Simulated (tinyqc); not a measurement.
## Sheet resistance and contact resistivity from two gaps

Question. A circular structure with r0 >> Lt has R = (Rsh/2 pi) [Lt (1/r0 + 1/r1) + ln(r1/r0)], r1 = r0 + sp, Lt = sqrt(rc/Rsh). Find Rsh, Lt and rc.

Values chosen for this exercise:

| symbol | value | unit | meaning |
|---|---|---|---|
| r0 | 5.2 | um | radius of the inner contact |

R at sp = 1 and 4.7 um (ohm): [72.347300, 210.59733]

Answer. R is linear in Rsh and Rsh Lt, so two gaps give both.

Rsh = 1900 ohm/sq
Lt = 0.1792 um
rc = 6.100e-7 ohm cm^2

Program tinyqc, `OMP_NUM_THREADS=1 python tinyqc.py 2760095 2760096 out.jsonl`; Intel Xeon 2.30GHz, shared host, one thread, about 0.01 s.
